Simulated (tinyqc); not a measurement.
MOS inversion layer, Poisson-Schroedinger loop: two steps of the calculation.

Electrons confined at an insulator interface at z = 0, treated as a hard wall; parabolic valleys, Hartree approximation, no image or exchange terms. The depletion charge lies far deeper than the electrons and gives a uniform field q Nd/(eps0 eps_r); the gate balances all charge. Energies are counted from the band edge at the interface.

Parameters, values chosen for the exercise; masses and permittivity close to those of silicon (110): relative permittivity eps_r = 11.8; mass along z of valley set A (4 valley(s)) mz1 = 0.309 m0; mass along z of valley set B (2 valley(s)) mz2 = 0.189 m0; sheet density of electrons Ns = 2e12 cm^-2; sheet density of depletion charge Nd = 1.3e11 cm^-2; extra shift of set B (strain) dE = 0.07 eV; mesh step hz = 2.1 nm.

Constants: q = 1.602176634e-19 C, hbar = 1.054571817e-34 J s, m0 = 9.1093837015e-31 kg, eps0 = 8.8541878128e-14 F/cm where lengths are in cm, hbar^2/(2 m0) = 0.0380998212 eV nm^2. Results are converted to the units shown.

Question 1. Levels and probability densities. Tridiagonal Hamiltonian with psi = 0 one step beyond both ends: H_ii = C (1/m_(i-1/2) + 1/m_(i+1/2))/hz^2 + V0_i + U_i (+ dE for the set B), H_(i,i+1) = -C/(m_(i+1/2) hz^2), C = hbar^2/(2 m0). The lowest 2 level(s) of each valley set are kept, normalised to hz sum |psi|^2 = 1. The mass is the same on all intervals.

```
node,fixed potential V0 (eV),self-consistent potential U at the start (eV)
1,0.004186415,0
2,0.008372830,0
3,0.012559246,0
4,0.016745661,0
5,0.020932076,0
6,0.025118491,0
7,0.029304907,0
8,0.033491322,0
9,0.037677737,0
10,0.041864152,0
11,0.046050568,0
12,0.050236983,0
13,0.054423398,0
14,0.058609813,0
15,0.062796229,0
16,0.066982644,0
17,0.071169059,0
18,0.075355474,0
```

Wanted: levels; |psi|^2 of A1; |psi|^2 of A2; |psi|^2 of B1; |psi|^2 of B2.

Answer 1.

levels (eV): A1 0.01823, A2 0.03158, B1 0.09154, B2 0.10743

```
node,|psi|^2 of A1 (1/nm),|psi|^2 of A2 (1/nm),|psi|^2 of B1 (1/nm),|psi|^2 of B2 (1/nm)
1,0.06338,0.05730,0.04013,0.037483
2,0.14217,0.05964,0.10536,0.060728
3,0.13647,0.00214,0.12626,0.020345
4,0.08229,0.03352,0.10001,0.001502
5,0.03574,0.09944,0.05952,0.041049
6,0.01200,0.10724,0.02837,0.086060
7,0.00325,0.06964,0.01125,0.093106
8,0.00073,0.03198,0.00381,0.069013
9,0.00014,0.01123,0.00112,0.039072
10,0.00002,0.00316,0.00029,0.017882
11,0.00000,0.00073,0.00007,0.006850
12,0.00000,0.00014,0.00001,0.002249
13,0.00000,0.00002,0.00000,0.000644
14,0.00000,0.00000,0.00000,0.000163
15,0.00000,0.00000,0.00000,0.000037
16,0.00000,0.00000,0.00000,0.000007
17,0.00000,0.00000,0.00000,0.000001
18,0.00000,0.00000,0.00000,0.000000
```

Question 2. Closed-form estimates. Triangular well: E_k = a_k (C F^2/mz)^(1/3), a_1 = 2.338107, a_2 = 4.087949, C = hbar^2/(2 m0), F in eV/nm. Fang-Howard (all electrons in the lowest level of set A): b^3 = 6 (mz1/C) q (Nd + 11 Ns/32)/(eps0 eps_r), centroid 3/b, level C b^2/(4 mz1) + (3/b) q (Nd + 11 Ns/16)/(eps0 eps_r). Use F = q (Nd + Ns)/(eps0 eps_r), the surface field, and F = q (Nd + Ns/2)/(eps0 eps_r).

Wanted: A1 with the surface field; A1 with Nd + Ns/2; A2 with Nd + Ns/2; b; Fang-Howard centroid; Fang-Howard level.

Answer 2.

A1 with the surface field = 0.1189 eV
A1 with Nd + Ns/2 = 0.07793 eV
A2 with Nd + Ns/2 = 0.1362 eV
b = 0.8481 1/nm
Fang-Howard centroid = 3.537 nm
Fang-Howard level = 0.1038 eV

Numbers from tinyqc (`OMP_NUM_THREADS=1 python tinyqc.py 2160067 2160068 out.jsonl`; about 1 s on one thread of a shared Intel Xeon 2.30GHz).
